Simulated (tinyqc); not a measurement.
Inputs raised by 2 %, one at a time: implant damage, amorphisation by cascade overlap, and solid-phase epitaxial regrowth. Computed by tinyqc, a small Python program. Command: `OMP_NUM_THREADS=1 python tinyqc.py 3111589 3111590 out.jsonl sper sens`. One thread of a shared host (Intel(R) Xeon(R) Processor @ 2.30GHz), about 0.01 s of CPU time with the checks.

Range and width of the damage are inputs. Dynamic annealing enters only through the surviving share f.

Inputs (values chosen for the exercise, modelled on fluorine ions in silicon): atomic density N = 49.9 1/nm^3; ion Z1 = 9; ion mass M1 = 19 u; target Z2 = 14; target mass M2 = 28.09 u; ion energy E = 8.4 keV; displacement energy E_d = 16 eV; depth of the damage peak R_d = 8.8 nm; width of the damage profile s_d = 4 nm; share of defects that survive f = 0.96; critical displaced share x_c = 0.17; dose Q = 7.8e+14 1/cm^2; regrowth prefactor v0 = 4.5e+15 nm/s; regrowth energy E_a = 2.68 eV; anneal temperature = 519 C; rate relative to (100) = 1; peak enhancement by the dopant = 3.4.

Constants: a_0 = 0.529177210903 angstrom; e^2/(4 pi eps_0) = 14.39964548 eV angstrom; k_B = 8.617333262e-05 eV/K.

Method:
- Robinson partition: eps = E a M2/(Z1 Z2 (e^2/(4 pi eps_0)) (M1 + M2)), a = 0.8853 a_0/sqrt(Z1^(2/3) + Z2^(2/3)); k = 0.0793 Z1^(2/3) Z2^(1/2) (M1 + M2)^(3/2)/((Z1^(2/3) + Z2^(2/3))^(3/4) M1^(3/2) M2^(1/2)); damage energy T_d = E/(1 + k (eps + 0.40244 eps^(3/4) + 3.4008 eps^(1/6))); displacements nu = 0.8 T_d/(2 E_d).
- Displaced share x(z) = f nu Q exp(-(z - R_d)^2/(2 s_d^2))/(sqrt(2 pi) s_d N); the layer is amorphous where x > x_c, between R_d -/+ s_d sqrt(2 ln(x_max/x_c)), the upper edge being cut at the surface. Threshold dose Q_c = Q x_c/x_max.
- Displaced atoms per area beyond the lower edge z2: f nu Q (1/2) erfc((z2 - R_d)/(sqrt2 s_d)); they are not removed by regrowth.
- v = v0 x orientation factor x exp(-E_a/(k_B T)) x [1 + (enhancement - 1) exp(-(z - R_d)^2/(2 s_d^2))], T = anneal temperature + 273.15 K; the dopant is taken to follow the damage profile; the lower front moves from the lower edge z2 to the surface, or to the middle (z1 + z2)/2 of a buried layer with upper edge z1; time = int dz/v; the equivalent undoped distance is that time times the undoped velocity.

Runs; columns: (1) input moved; (2) from; (3) to; (4) threshold dose Q_c (1/cm^2); (5) lower edge (nm); (6) displaced atoms beyond z2 (1/cm^2); (7) time with enhancement (s):
```
(1)                                       (2)        (3)         (4)     (5)         (6)     (7)
base run                                    -          -  6.7026e+13  17.662  1.3227e+15  212.50
depth of the damage peak R_d (nm)         8.8      8.976  6.7026e+13  17.838  1.3227e+15  106.89
width of the damage profile s_d (nm)        4       4.08  6.8366e+13  17.803  1.3534e+15  212.40
critical displaced share x_c             0.17     0.1734  6.8366e+13  17.626  1.3534e+15  211.76
dose Q (1/cm^2)                       7.8e+14  7.956e+14  6.7026e+13  17.698  1.3186e+15  213.24
regrowth energy E_a (eV)                 2.68     2.7336  6.7026e+13  17.662  1.3227e+15  465.98
peak enhancement by the dopant            3.4      3.468  6.7026e+13  17.662  1.3227e+15  209.77
```

Exponents ln(y'/y) / ln(x'/x):
```
input                            threshold dose Q_c  lower edge  displaced atoms beyond z2  time with enhancement
depth of the damage peak R_d                      0       0.501                      0.000                -34.700
width of the damage profile s_d                   1       0.401                      1.158                 -0.023
critical displaced share x_c                      1      -0.103                      1.158                 -0.176
dose Q                                            0       0.102                     -0.157                  0.175
regrowth energy E_a                               0       0.000                      0.000                 39.652
peak enhancement by the dopant                    0       0.000                      0.000                 -0.652
```

Which inputs matter most for each result?

Among the inputs moved here: threshold dose Q_c answers most in size to width of the damage profile s_d (exponent +1.000), and about equally to critical displaced share x_c (+1.000); its exponent is below 0.0005 for depth of the damage peak R_d, dose Q, regrowth energy E_a, peak enhancement by the dopant. Its exponent +1.000 in width of the damage profile s_d: the same damage spread over more depth. Lower edge answers most in size to depth of the damage peak R_d (exponent +0.501), next to width of the damage profile s_d (+0.401); its exponent is below 0.0005 for regrowth energy E_a, peak enhancement by the dopant. Displaced atoms beyond z2 answers most in size to width of the damage profile s_d (exponent +1.158), and about equally to critical displaced share x_c (+1.158); its exponent is below 0.0005 for depth of the damage peak R_d, regrowth energy E_a, peak enhancement by the dopant. Time with enhancement answers most in size to regrowth energy E_a (exponent +39.652), next to depth of the damage peak R_d (-34.700).

Extremes, crossings and ranges named in words are read from the listed rows.
